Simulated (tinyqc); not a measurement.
Resistance of a source-drain extension with a graded tip: two steps of the calculation.

y runs along the channel, the gate covers y > 0. The doping is N0 for y < y0 and N0 10^(-(y - y0)/la) beyond, uniform over the depth xj. Sheet conductance s(y) = q mu(N) max(N - Nch, 0) xj + (for y > 0) ma Cox Vo, with mu(N) = u0 + (u1 - u0)/(1 + (N/Nr)^au) and Cox = eps0 eox/tox. Current is taken as one-dimensional; depletion of the tip, spreading and the contact are left out. The metallurgical junction lies at yj, where N = Nch.

Values chosen for this exercise; mobility law close to that of holes in silicon:

| symbol | value | unit | meaning |
|---|---|---|---|
| eox | 3.9 |  | relative permittivity of the gate insulator (close to silicon dioxide) |
| tox | 1.8 | nm | insulator thickness |
| N0 | 2.9e20 | cm^-3 | active doping of the extension far from the gate |
| la | 6.1 | nm/decade | lateral abruptness |
| y0 | 1.1 | nm | position under the gate where the fall begins (gate edge at 0) |
| xj | 8 | nm | depth of the extension |
| Nch | 4.3e17 | cm^-3 | channel doping |
| Vo | 0.61 | V | gate overdrive |
| ma | 44 | cm^2/(V s) | mobility of the gate-induced layer |
| u1 | 470.5 | cm^2/(V s) | mobility at low doping |
| u0 | 44.9 | cm^2/(V s) | mobility at high doping |
| Nr | 2.23e17 | cm^-3 | reference doping |
| au | 0.719 |  | exponent |
| Lg | 60 | nm | gate length |

Constants: q = 1.602176634e-19 C, eps0 = 8.8541878128e-14 F/cm where lengths are in cm. Results are converted to the units shown.

Problem 1. Sheet resistances and junction position. yj = y0 + la log10(N0/Nch); sheet resistance of the full extension 1/[q mu(N0)(N0 - Nch) xj] and of the gate-induced layer 1/(ma Cox Vo); metallurgical length Lg - 2 yj; ye is where the doped and the gate-induced conductances are equal.

Wanted: yj; sheet resistance of the extension; sheet resistance of the induced layer; metallurgical length; ye; N at ye.

Solution 1.

yj = 18.356 nm
sheet resistance of the extension = 569.13 ohm/square
sheet resistance of the induced layer = 19421 ohm/square
metallurgical length = 23.287 nm
ye = 11.783 nm
N at ye = 5.1422e18 cm^-3

The gate takes over 6.57 nm before the junction, where N is still 12.0 times the channel doping.

Problem 2. Resistance of the overlapped part. Midpoint rule on 8 equal steps from 0 to yj: R_ov = sum h/s(y), per width.

Wanted: y; N; doped conductance; sheet resistance; R_ov.

Solution 2.

```
point,y (nm),N (cm^-3),doped conductance (uS),sheet resistance (ohm/square)
0,1.147,2.849e20,1727,562.3
1,3.442,1.198e20,757.2,1237
2,5.736,5.039e19,341.7,2543
3,8.031,2.119e19,160.8,4711
4,10.33,8.913e18,79.31,7645
5,12.62,3.749e18,40.13,1.091e4
6,14.91,1.577e18,18.91,1.420e4
7,17.21,6.631e17,5.328,1.760e4
```

R_ov = 136.3 ohm um

Program tinyqc, `OMP_NUM_THREADS=1 python tinyqc.py 2282173 2282174 out.jsonl`; Intel Xeon 2.30GHz, shared host, one thread, about 0.04 s.
